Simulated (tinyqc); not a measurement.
# Worked calculation: p-n diode with diffusion and depletion-layer recombination

Numbers from tinyqc (`OMP_NUM_THREADS=1 python tinyqc.py 2260117 2260118 out.jsonl`; about 0.01 s on one thread of a shared Intel Xeon 2.30GHz). Printed values are rounded.

Abrupt junction in the depletion approximation, low injection, full ionisation, neutral widths fixed, ohmic contact on the p side. Vj is the junction voltage; where a series resistance Rs is given, V = Vj + J Rs is the terminal voltage.

Values chosen for this exercise; band and dielectric values close to those of silicon:
```
symbol    value        unit                                               meaning
T           293           K                                           temperature
Eg          1.1          eV                                              band gap
eps_r      11.9                                             relative permittivity
Nc      2.72e19       cm^-3                conduction-band density of states at T
Nv      2.55e19       cm^-3                   valence-band density of states at T
Na       1.3e17       cm^-3                                      acceptor density
Nd       6.4e17       cm^-3                                         donor density
mun         660  cm^2/(V s)                       electron mobility in the p side
mup         190  cm^2/(V s)                           hole mobility in the n side
tn         3e-7           s                                     electron lifetime
tp         3e-9           s                                         hole lifetime
wp         0.27          um                           neutral width of the p side
wn           34          um                           neutral width of the n side
Sp           10        cm/s               recombination velocity at the n contact
Rs        0.003    ohm cm^2                                     series resistance
Et            0          eV                  trap level above the intrinsic level
Vj         0.68           V  junction voltage at which recombination is evaluated
V          0.66           V                                      terminal voltage
```

Constants: q = 1.602176634e-19 C, kB = 1.380649e-23 J/K, Vt = kB T/q, eps0 = 8.8541878128e-14 F/cm where lengths are in cm. Results are converted to the units shown.

## Diffusion lengths and saturation currents

ni = sqrt(Nc Nv) exp(-Eg/(2 Vt)), Eg in volts; D = mu Vt; Ln = sqrt(Dn tn), Lp = sqrt(Dp tp); J0n = q ni^2 Dn coth(wp/Ln)/(Ln Na); J0p = (q ni^2 Dp/(Lp Nd)) (s + tanh(wn/Lp))/(1 + s tanh(wn/Lp)), s = Sp Lp/Dp.

ni = 9.12473e9 cm^-3
Ln = 22.3590 um
Lp = 1.19966 um
J0n = 6.33358e-11 A/cm^2
J0p = 8.33503e-13 A/cm^2

wp/Ln = 0.012 and wn/Lp = 28; electrons carry 98.7 % of the diffusion current.

## Recombination in the depleted layer

ni = sqrt(Nc Nv) exp(-Eg/(2 Vt)), Eg in volts. Vbi = Vt ln(Na Nd/ni^2), W = sqrt(2 eps0 eps_r (Vbi - Vj)(1/Na + 1/Nd)/q), xp = W Nd/(Na + Nd), xn = W Na/(Na + Nd); u(x) = q Na (x + xp)^2/(2 eps0 eps_r) for x < 0 and Vbi - Vj - q Nd (xn - x)^2/(2 eps0 eps_r) for x > 0; p = Na exp(-u/Vt), n = Nd exp((u - Vbi + Vj)/Vt); U = ni^2 (exp(Vj/Vt) - 1)/(tp (n + ni exp(Et/Vt)) + tn (p + ni exp(-Et/Vt))); J_scr = q times the integral of U from -xp to xn. Trapezoid rule on 13 equal steps.

W = 48.3494 nm

```
point    x (nm)     u (V)   n (cm^-3)   p (cm^-3)  U (cm^-3 s^-1)
0      -40.1865  0.000000  3.18354e14      1.3e17      1.06115e21
1      -36.4674  0.001367  3.36068e14  1.23148e17      1.12019e21
2      -32.7482  0.005469  3.95344e14  1.04684e17      1.31776e21
3      -29.0290  0.012305  5.18271e14  7.98541e16      1.72746e21
4      -25.3098  0.021875  7.57130e14  5.46617e16      2.52342e21
5      -21.5906  0.034179  1.23258e15  3.35766e16      4.10710e21
6      -17.8714  0.049218  2.23612e15  1.85080e16      7.44474e21
7      -14.1522  0.066992  4.52071e15  9.15476e15      1.49950e22
8      -10.4330  0.087499  1.01847e16  4.06353e15      3.31190e22
9       -6.7139  0.110741  2.55698e16  1.61855e15      7.36042e22
10      -2.9947  0.136718  7.15378e16  5.78520e14      1.06618e23
11       0.7245  0.165121  2.20339e17  1.87829e14      5.76915e22
12       4.4437  0.185313  4.90239e17  8.44201e13      2.76636e22
13       8.1629  0.192044      6.4e17  6.46657e13      2.13396e22
```

J_scr = 0.0204465 A/cm^2

With 2000 steps J_scr = 0.02046 A/cm^2; the coarse value is 0.057 % below it. U is largest at x = -2.99 nm among these points; the peak lies where tp n = tn p. On the fine grid U peaks at 1.072e23 cm^-3 s^-1, and J_scr/(q U_max) is 24.6 % of W, the effective width of the recombining zone.

## Starting value

Vj = V.

Vj at the start = 0.66 V

## Iteration 1: new Vj

J0 = J0n + J0p = 6.41693e-11 A/cm^2

Diffusion current alone: J = J0 (exp(Vj/Vt) - 1), g = Vj + J Rs - V, g' = 1 + Rs J0 exp(Vj/Vt)/Vt, Vj(new) = Vj - g/g'.

J = 14.4454 A/cm^2
g = 0.0433361 V
g' = 2.71636
Vj after iteration 1 = 0.644046 V

## Iteration 2: new Vj

As before.

J = 7.67918 A/cm^2
g = 0.00708382 V
g' = 1.91242
Vj after iteration 2 = 0.640342 V

## Course of the iteration

Stop when the step is below 1e-10 V, or after 80 iterations.

Course of the iteration:
```
iteration  Vj before the step (V)   step (V)
1                            0.66    -0.0160
2                        0.644046   -3.70e-3
3                        0.640342   -1.32e-4
4                        0.640210   -1.52e-7
5                        0.640210  -2.02e-13
```

Converged in 5 iterations.
